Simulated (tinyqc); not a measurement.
k.p theory built from an empirical-pseudopotential calculation at Gamma: one step. The mass from the table. Two cases, with inputs chosen for the exercise.

Question. A is the s-like conduction level at Gamma of a pseudopotential calculation, W its squared momentum coupling to multiplet B, and 1/m = 1 + sum_B W/(E_A - E_B). Add the last column, the sum over the higher multiplets and 1; two levels alone means 1 + W/E of multiplet 2 (whose E_B is 0).

Case 1.

Couplings:
```
multiplet B  degeneracy   E_B (eV)     W (eV)  W/(E_A - E_B)
2                     3   0.000000  21.429529       5.371342
7                     3  12.292707   0.018458      -0.002223
11                    3  29.148412   0.493219      -0.019604
19                    3  46.039689   0.126692      -0.003013
22                    3  46.871169   0.050031      -0.001167
25                    3  52.213771   0.033002      -0.000684
34                    3  86.477469   0.013790      -0.000167
38                    3  88.086188   0.030186      -0.000359
```

sum over the higher multiplets = 0
E_A = 3.989604 eV

Case 2.

Couplings:
```
multiplet B  degeneracy   E_B (eV)     W (eV)  W/(E_A - E_B)
2                     3   0.000000  21.393653       5.542256
7                     3  12.328345   0.039237      -0.004633
11                    3  29.038942   0.482175      -0.019150
19                    3  45.826304   0.122590      -0.002921
22                    3  46.749882   0.049086      -0.001144
25                    3  52.122108   0.028340      -0.000587
34                    3  86.118265   0.013712      -0.000167
38                    3  87.785283   0.029873      -0.000356
```

sum over the higher multiplets = 0
E_A = 3.860098 eV

Give: 1/m; m; m from two levels.

Answer.

Case 1.

1/m = 6.344
m = 0.1576 m0
m from two levels = 0.1570 m0

Case 2.

1/m = 6.513
m = 0.1535 m0
m from two levels = 0.1529 m0

Computed by tinyqc, one run a case: `OMP_NUM_THREADS=1 python tinyqc.py N N+1 out.jsonl` with N = 1081555, 1081598; one thread of a shared Intel(R) Xeon(R) Processor @ 2.30GHz, about 0.4 s a run at most.
